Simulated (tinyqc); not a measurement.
# Gate-all-around wire, scale length and short-channel effects: what changes with what

A round wire of diameter ts in an insulator shell of thickness ti under a surrounding gate. Below threshold the potential that source and drain add obeys Laplace's equation and vanishes on the gate. Its lowest mode decays along the channel as exp(-k y); k is the smallest positive root of the matching condition at the interface, and the scale length is Lambda = pi/k.

Inputs (values chosen for the exercise); permittivities: semiconductor made up, insulator close to that of aluminium oxide: temperature T = 293 K; relative permittivity of the semiconductor eps_r = 11.6; insulator thickness ti = 1.4 nm; wire diameter ts = 5.7 nm; channel length L = 15 nm; potential of the source Vbi = 0.93 V; potential of the barrier top at threshold sT = 0.39 V; drain voltage Vds = 0.8 V.

Constants: q = 1.602176634e-19 C, kB = 1.380649e-23 J/K, Vt = kB T/q. Results are converted to the units shown.

Each table varies one quantity; the others keep the values above.

## A higher permittivity at fixed equivalent oxide thickness

k is the smallest positive root of f(k) = ei J0(u)[J1(u) Y0(v) - Y1(u) J0(v)] - eps_r J1(u)[J0(u) Y0(v) - Y0(u) J0(v)], u = k ts/2, v = u + k ti. Along the channel psi(y) = s + a exp(y/l) + b exp(-y/l) with psi(0) = Vbi, psi(L) = Vbi + Vds and l = 1/k = Lambda/pi; with A = Vbi - s, B = A + Vds, x = exp(-L/l): a = (B - A x) x/(1 - x^2), b = (A - B x)/(1 - x^2). The minimum is s + 2 sqrt(a b), at y = (l/2) ln(b/a). The long-channel potential follows the gate as s = sT + (Vg - VTL)/m, and the threshold VT is the gate voltage at which the minimum equals sT. Swing = m Vt ln 10/g at threshold, g = d(minimum)/ds = 1 - (b x + a)/((1 + x) sqrt(a b)). DIBL = [VT(0.05 V) - VT(Vds)]/(Vds - 0.05 V). sT and Vbi are held fixed; m = 1. The equivalent oxide thickness 3.9 ti/ei is held at 0.6 nm, so ti = 0.6 ei/3.9 nm.

Result of one run:

| ei | ti (nm) | Lambda (nm) | L/Lambda | DIBL (mV/V) | swing (mV/decade) |
|---|---|---|---|---|---|
| 25 | 3.846 | 7.641 | 1.963 | 39.38 | 64.55 |

What becomes of these results when the relative permittivity of the insulator ei is changed from 25 to 35, all else the same?

Result of the changed run:

| ei | ti (nm) | Lambda (nm) | L/Lambda | DIBL (mV/V) | swing (mV/decade) |
|---|---|---|---|---|---|
| 35 | 5.385 | 9.501 | 1.579 | 79.51 | 70.78 |

The whole series:

| ei | ti (nm) | Lambda (nm) | L/Lambda | DIBL (mV/V) | swing (mV/decade) |
|---|---|---|---|---|---|
| 3.9 | 0.6000 | 5.888 | 2.548 | 14.63 | 60.57 |
| 5 | 0.7692 | 5.879 | 2.552 | 14.54 | 60.55 |
| 7.5 | 1.154 | 5.899 | 2.543 | 14.75 | 60.59 |
| 10 | 1.538 | 5.975 | 2.510 | 15.56 | 60.72 |
| 15 | 2.308 | 6.305 | 2.379 | 19.35 | 61.34 |
| 20 | 3.077 | 6.874 | 2.182 | 26.96 | 62.57 |
| 25 | 3.846 | 7.641 | 1.963 | 39.38 | 64.55 |
| 35 | 5.385 | 9.501 | 1.579 | 79.51 | 70.78 |

As ei goes from 3.9 to 35, Lambda goes from 5.89 through a minimum of 5.88 (at ei = 5 among the rows listed) to 9.50 nm, DIBL goes from 14.6 through a minimum of 14.5 (at ei = 5 among the rows listed) to 79.5 mV/V and the swing rises from 60.6 to 70.8 mV a decade.

## Effect of the relative permittivity of the insulator

Same model as above.

Effect of the relative permittivity of the insulator:

| ei | Lambda (nm) | L/Lambda | VT - VTL at Vds (mV) | DIBL (mV/V) | swing (mV/decade) |
|---|---|---|---|---|---|
| 3.9 | 7.9196 | 1.8940 | -97.361 | 44.497 | 65.356 |
| 5.7 | 6.8991 | 2.1742 | -60.173 | 27.333 | 62.626 |
| 8.5 | 6.0629 | 2.4741 | -36.543 | 16.525 | 60.876 |
| 12 | 5.5028 | 2.7259 | -24.240 | 10.934 | 59.958 |
| 18 | 4.9987 | 3.0008 | -15.571 | 7.0104 | 59.309 |
| 27 | 4.6268 | 3.2420 | -10.594 | 4.7643 | 58.936 |
| 40 | 4.3635 | 3.4376 | -7.7630 | 3.4889 | 58.723 |

As ei goes from 3.9 to 40, Lambda falls from 7.92 to 4.36 nm, DIBL falls from 44.5 to 3.49 mV/V and the swing falls from 65.4 to 58.7 mV a decade. On average Lambda goes as ei^(-0.26).

Computed by the program tinyqc: `OMP_NUM_THREADS=1 python tinyqc.py 2420111 2420112 out.jsonl`, one thread of a shared Intel Xeon 2.30GHz, about 0.01 s for the whole run.
